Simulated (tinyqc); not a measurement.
# AlGaN/GaN HEMT with access regions, lumped model: effect of the gate voltage

A polarisation-induced electron sheet under a Schottky gate, in series with two ungated access regions and contacts. Drift law v = mu E/(1 + mu E/vs) under the gate. Currents in mA/mm, resistances in ohm mm. No self-heating, no channel-length modulation; fits for polarisation, barrier and offset are chosen for the exercise.

sigma = (5e13 x + 1.6e13 x^2) cm^-2, phiB = 0.84 + 1.3 x, dEc = 0.7 (1.71 x + x^2) in volts, Cb = eps0 eps_r/d, VT = phiB - dEc - q sigma/Cb, access density n0 = -Cb VT/q. Access resistance R(L, n) = L/(q mu n sqrt(1 - (I/(q n vs))^2)); Rs = Rc + R(Ls, n0), Rd = Rc + R(Ld, (1 - ft) n0). Vg' = Vg - I Rs, Vd' = Vd - I (Rs + Rd); with u = Vg' - VT, Vc = vs Lg/mu and w the smaller of Vd' and Vc [sqrt(1 + 2 u/Vc) - 1] (0 if negative), the channel gives (mu Cb/Lg)(u w - w^2/2)/(1 + w/Vc). I equals that channel current. Isat is I at Vd = 10 V, gm = dIsat/dVg, Ron the limit of Vd/I at small Vd.

Values chosen for this exercise; values close to those of AlGaN/GaN structures:

| symbol | value | unit | meaning |
|---|---|---|---|
| x | 0.25 |  | aluminium share of the barrier |
| d | 18 | nm | barrier thickness |
| eps_r | 9.2 |  | relative permittivity of barrier and channel |
| mu | 1700 | cm^2/(V s) | channel mobility |
| vs | 1.2e7 | cm/s | saturation velocity |
| Lg | 0.5 | um | gate length |
| Ls | 1 | um | source access length |
| Ld | 1.5 | um | drain access length |
| Rc | 0.41 | ohm mm | resistance of each contact |
| ft | 0 |  | share of the drain-access electrons removed by traps |

Constants: q = 1.602176634e-19 C, eps0 = 8.8541878128e-14 F/cm where lengths are in cm. Results are converted to the units shown.

The same in every row: VT (V) = -3.957; n0 (cm^-2) = 1.118e13.

Results:
```
Vg (V)  Ron (ohm mm)  Isat (mA/mm)  gm (mS/mm)
-3.6           3.459         44.91       189.8
-2.9           2.256         208.1       260.8
-1.4           1.895         635.3       299.1
-0.7           1.841         846.6       303.6
0              1.805          1059       302.7
0.8            1.778          1298       294.0
1.5            1.760          1499       277.0
```

Estimate the missing row, Vg = -2.1 V.

Computed row:
```
Vg (V)  Ron (ohm mm)  Isat (mA/mm)  gm (mS/mm)
-2.1           1.991         429.3       288.1
```

With this row back in the table: As Vg goes from -3.6 to 1.5 V, Ron falls from 3.46 to 1.76 ohm mm, Isat rises from 44.9 to 1500 mA/mm and gm goes from 190 through a maximum of 304 (at Vg = -0.7 V among the rows listed) to 277 mS/mm. The ceiling Cb vs is 543 mS/mm. For Vg = -1.4 to 1.5 V the power passes 5 W/mm, where self-heating, left out here, lowers the current. At Vg = 1.5 V Vg comes within 0.2 V of phiB or passes it, so at low drain current, as for Ron, the Schottky gate would conduct.

tinyqc, about 0.03 s, one thread, Intel Xeon 2.30GHz (shared host): `OMP_NUM_THREADS=1 python tinyqc.py 2570170 2570171 out.jsonl`
